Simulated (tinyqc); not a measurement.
What each parameter does: Wannier functions of a composite (isolated) pair of valence bands (bonds of an sp chain).

Each atom has a hybrid pointing left (<) and right (>). H(k): diagonal +V3 on A, -V3 on B; <A<|A>> = -V1a, <B<|B>> = -V1b, <A>|B<> = -V2, <B>|A<> = -V2p exp(ik); k in 1/a, Bloch sums with exp(ikR). The two lowest bands are filled. Trial functions in cell 0: g1 = cos(c) A> + sin(c) B<, and g2 = sin(c) B> + cos(c) A< of cell 1, whose Bloch vector has cos(c) exp(-ik) on A<. Projection A_mn = <psi_m|g_n>, S = A^+ A, Loewdin U = A S^(-1/2), Bloch-like states w_n = sum_m psi_m U_mn, H_W(k) = U^+ diag(E) U. P = sum_m |psi_m><psi_m| is free of phase choices, and S = g^+ P g, w = P g S^(-1/2).

Values chosen for the exercise:
```
symbol  value  unit     meaning
V2      2.96   eV       coupling in the bond A-B inside the cell
V2p     2.82   eV       coupling in the bond to the next cell
V1a     1.07   eV       coupling of the two hybrids on A
V1b     0.82   eV       the same on B
V3      1.5    eV       A at +V3, B at -V3
c       35     degrees  trial bonds cos(c) on A, sin(c) on B
xb      0.4    a        position of B (A at 0)
```

N = 12: centres, total spread (point-like hybrids at R and R + xb) and H_12(0).

One parameter was then changed.

Results before and after:
```
case     centre 1 (a)  centre 2 (a)  total spread (a^2)  H_12(0) (eV)
base           0.2866        0.5650              0.1086       -0.5916
changed        0.2870        0.5651              0.1102       -0.7351
```

Which of these changes was made? (a) V2p = 3.22 eV; (b) V3 = 1.9 eV; (c) V1a = 1.27 eV; (d) xb = 0.45 a; (e) V2 = 3.36 eV; (f) V1b = 1.02 eV.

Answer: (f) V1b = 1.02 eV. Of the candidates, run in turn, only this one gives the changed row.

All candidates:
```
case           centre 1 (a)  centre 2 (a)  total spread (a^2)  H_12(0) (eV)
base                 0.2866        0.5650              0.1086       -0.5916
V2 = 3.36 eV         0.2779        0.5641              0.1094       -0.5832
V2p = 3.22 eV        0.2873        0.5788              0.1116       -0.5827
V1a = 1.27 eV        0.2849        0.5672              0.1104       -0.5891
V1b = 1.02 eV        0.2870        0.5651              0.1102       -0.7351
V3 = 1.9 eV          0.3046        0.5378              0.0961       -0.6287
xb = 0.45 a          0.3223        0.6011              0.1058       -0.5916
```

tinyqc: `OMP_NUM_THREADS=1 python tinyqc.py 1450734 1450735 out.jsonl`; about 0.3 s, one thread, shared Intel(R) Xeon(R) Processor @ 2.30GHz.
